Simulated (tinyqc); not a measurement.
Leakage currents through a thin dielectric: one step, computed by the program tinyqc.

Electrons leave an electrode with Fermi energy E_F above its band bottom; barriers are counted from the Fermi level, and both electrodes are alike.

Problem. Fields. Field F = V/t; equivalent oxide thickness 3.9 t/k.

Inputs (values chosen for the exercise, modelled on SiO2): static permittivity k = 3.78; thickness t = 4.5 nm; voltage V = 1.5 V.

Stack: single layer.

Give: field F; equivalent oxide thickness.

Solution.

field F = 3.333 MV/cm

equivalent oxide thickness = 4.643 nm
